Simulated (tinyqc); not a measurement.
Worked calculation: inverse iteration on a symmetric matrix. Computed by tinyqc, a small Python program that keeps every step. Settings: method = inverse, shift = 0.38. Command: `OMP_NUM_THREADS=1 python tinyqc.py 26723 26724 out.jsonl` (the two numbers bound the seeds that draw the settings). One thread of a shared host (Intel(R) Xeon(R) Processor @ 2.60GHz), about 0.01 s of CPU time with the checks.

## Step 1

A, lower triangle:
```
           1          2          3          4          5         6
1   1.134000
2  -0.348000   1.288000
3   0.572000  -1.191000   1.932000
4  -1.403000   0.409000  -0.298000   2.537000
5   1.305000  -0.064000  -0.411000   0.254000   2.592000
6   0.900000   1.230000   0.734000  -1.000000  -0.305000  4.038000
```

vector v at the start: 0.408248  0.408248  0.408248  0.408248  0.408248  0.408248

shift = 0.380000

solve (A - shift) w = v; v' = w/|w| with its largest component positive (the first on a tie); lambda = v'^T A v'.

vector after step 1: 0.317135  0.573458  0.101490  -0.315102  -0.407783  -0.542859

Rayleigh quotient after step 1 = 0.511640

## Step 2

As before.

vector after step 2: 0.389743  0.696000  0.501004  0.161045  -0.050423  -0.290174

Rayleigh quotient after step 2 = -0.094454

## Course of the iteration

Stop when the residual |A v - lambda v| is below 1e-9.

Steps:
```
step       lambda  residual
1      0.51163976  1.17e+00
2     -0.09445419  4.83e-01
3     -0.18339161  1.76e-01
4     -0.19349985  6.56e-02
5     -0.19406766  2.70e-02
6     -0.19376349  1.36e-02
7     -0.19352986  8.39e-03
8     -0.19339968  5.75e-03
9     -0.19333144  4.07e-03
10    -0.19329618  2.91e-03
11    -0.19327804  2.09e-03
12    -0.19326870  1.49e-03
13    -0.19326391  1.07e-03
14    -0.19326144  7.68e-04
15    -0.19326018  5.51e-04
16    -0.19325952  3.95e-04
17    -0.19325919  2.83e-04
18    -0.19325902  2.03e-04
19    -0.19325893  1.45e-04
20    -0.19325888  1.04e-04
21    -0.19325886  7.48e-05
22    -0.19325885  5.36e-05
23    -0.19325884  3.84e-05
24    -0.19325884  2.76e-05
25    -0.19325884  1.98e-05
26    -0.19325884  1.42e-05
27    -0.19325884  1.02e-05
28    -0.19325884  7.28e-06
29    -0.19325884  5.22e-06
30    -0.19325884  3.74e-06
```

all eigenvalues, for comparison: -0.419611  -0.193259  1.975505  3.166037  3.618670  5.373657

Not converged in 30 steps: the residual falls only by the ratio of the two smallest distances of eigenvalues from the shift, 0.72 a step.
